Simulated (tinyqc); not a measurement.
What moves the results: gated graphene: carriers, quantum capacitance and optical conductivity. A value that a table varies takes the place of the one given here.

Cones E = +/- hv |k|, four flavours, D(E) = 2|E|/(pi hv^2). n = (2/pi)(kT/hv)^2 F_1(mu/kT), p = (2/pi)(kT/hv)^2 F_1(-mu/kT), in 1/angstrom^2 (1e16 for 1/cm^2); F_1(eta) = integral_0^infinity x dx/(1 + exp(x - eta)). Cq/e^2 = d(n - p)/d mu = (2 kT/(pi hv^2)) ln(2 + 2 cosh(mu/kT)).

Gate: V = mu/e + e (n - p)/Cox with Cox/e^2 = k/(4 pi e2 t), t in angstrom, e2 = e^2/(4 pi eps0); 1/(eV angstrom^2) in C/e^2 equals 1602.176634 microfarad/cm^2; total 1/C = 1/Cox + 1/Cq.

Conductivity over sigma0 = e^2/(4 hbar): interband Re = sinh(E/2kT)/(cosh(mu/kT) + cosh(E/2kT)); intraband Re = (8 kT/pi) ln(2 cosh(mu/2kT)) Gm/(E^2 + Gm^2). A free sheet absorbs about pi alpha_f Re(sigma/sigma0), alpha_f the fine-structure constant (alpha among the constants).

Constants: kB = 8.617333262e-05 eV/K; e^2/(4 pi eps0) = 14.39964547 eV angstrom; fine-structure constant alpha = 0.007297352564.

Values chosen for the exercise (Fermi velocity near that of graphene, gate dielectric near SiO2; the results hold for these values, not for the real material): hv = 6.85 eV angstrom (hbar vF); T = 300 K; k = 3.98 (dielectric constant of the gate layer); t = 30 nm (its thickness); Gm = 20 meV (intraband damping); V = 3.14 V (gate voltage from the neutrality point).

## Gate sweep

Results:

| V (V) | mu (eV) | n - p (1/cm^2) | n + p (1/cm^2) | Cq (microfarad/cm^2) | C/Cox | Cox V/e (1/cm^2) |
|---|---|---|---|---|---|---|
| 0 | 0.0000 | 0 | 1.49e+11 | 0.779 | 0.869 | 0 |
| 0.094 | 0.0122 | 6.00e+10 | 1.59e+11 | 0.810 | 0.873 | 6.89e+10 |
| 0.25 | 0.0306 | 1.61e+11 | 2.13e+11 | 0.965 | 0.892 | 1.83e+11 |
| 0.63 | 0.0643 | 4.15e+11 | 4.30e+11 | 1.49 | 0.927 | 4.62e+11 |
| 1.3 | 0.1038 | 8.77e+11 | 8.80e+11 | 2.28 | 0.951 | 9.53e+11 |
| 2.2 | 0.1416 | 1.51e+12 | 1.51e+12 | 3.08 | 0.963 | 1.61e+12 |
| 3.1 | 0.1716 | 2.15e+12 | 2.15e+12 | 3.73 | 0.969 | 2.27e+12 |
| 4.7 | 0.2151 | 3.29e+12 | 3.29e+12 | 4.68 | 0.975 | 3.45e+12 |
| 6.9 | 0.2637 | 4.87e+12 | 4.87e+12 | 5.73 | 0.980 | 5.06e+12 |

What does this show?

At neutrality n + p = 1.49e+11 1/cm^2 of thermal carriers remain and C/Cox = 0.869; at the last row C/Cox = 0.980 and the plain capacitor rule overstates n - p by 4.0 %. Between the last two rows mu goes as V^0.53; for |mu| well above kT the limits are 1/2 where Cox is small against Cq and 1 where it is large.

## Absorption spectrum

mu = 0.17284 eV

Results:

| E (eV) | interband | intraband | absorption (%) |
|---|---|---|---|
| 0.035 | 0.0018 | 2.7095 | 6.216 |
| 0.069 | 0.0044 | 0.8531 | 1.966 |
| 0.121 | 0.0127 | 0.2927 | 0.700 |
| 0.173 | 0.0342 | 0.1452 | 0.411 |
| 0.242 | 0.1187 | 0.0747 | 0.443 |
| 0.294 | 0.2691 | 0.0507 | 0.733 |
| 0.346 | 0.5016 | 0.0367 | 1.234 |
| 0.398 | 0.7334 | 0.0277 | 1.745 |
| 0.449 | 0.8806 | 0.0218 | 2.069 |
| 0.553 | 0.9822 | 0.0144 | 2.285 |
| 0.691 | 0.9987 | 0.0092 | 2.311 |
| 1.037 | 1.0000 | 0.0041 | 2.302 |

What can be read from the table?

The edge lies at 2|mu| = 0.346 eV and, for |mu| above about 3 kT (here 6.7), rises from 10 % to 90 % over about 8.8 kT = 0.227 eV. The absorption is lowest, 0.411 %, at 0.173 eV of those listed, between the Drude tail and the edge; at the last row it is 2.302 % against pi alpha_f = 2.293 %. The thin-sheet formula fails where the absorption is large, and trigonal warping matters above about 1.5 eV.

## What moves the Fermi level

All results formed anew. Each row changes one parameter from the base and keeps the others.

Results:

| case | mu (eV) | n - p (1/cm^2) | C/Cox |
|---|---|---|---|
| base | 0.1728 | 2.175e+12 | 0.9697 |
| V = 4.082 V | 0.1994 | 2.847e+12 | 0.9736 |
| t = 21 nm | 0.2076 | 3.071e+12 | 0.9641 |
| k = 4.78 | 0.1900 | 2.598e+12 | 0.9670 |
| hv = 7.54 eV angstrom | 0.1908 | 2.162e+12 | 0.9668 |
| T = 400 K | 0.1681 | 2.179e+12 | 0.9689 |

How do the results move?

The largest shifts from the base row, up to three for each result and ties (the steps differ in size, so this ranks the rows, not the parameters). mu (eV): t +0.0347, V +0.0266, hv +0.0180. n - p (1/cm^2): t +8.96e+11, V +6.71e+11, k +4.22e+11. C/Cox: t -0.0056, V +0.0039, hv -0.0029.

Run: tinyqc, `OMP_NUM_THREADS=1 python tinyqc.py 1650924 1650925 out.jsonl`; Intel(R) Xeon(R) Processor @ 2.30GHz, one thread, shared host; about 0.01 s of CPU time with all checks.
